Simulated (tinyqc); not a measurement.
## Length offset and series resistance from crossing lines

Inverse problem. R_total = Rs + k (L - dL)/Vo with constant Rs, dL and k. Find k, dL and Rs.

R_total at (L, Vo) = (90, 0.4), (180, 0.4), (90, 0.73) and (180, 0.73), L in nm and Vo in V (ohm um): [1084.1750, 2141.6750, 679.95890, 1259.4110]

Solution. At each overdrive R is a straight line in L with slope k/Vo; the two lines cross at L = dL, R = Rs.

k = 4.70 ohm um V/nm
dL = 13.9 nm
Rs = 190 ohm um

tinyqc, about 0.05 s, one thread, Intel Xeon 2.30GHz (shared host): `OMP_NUM_THREADS=1 python tinyqc.py 2282046 2282047 out.jsonl`
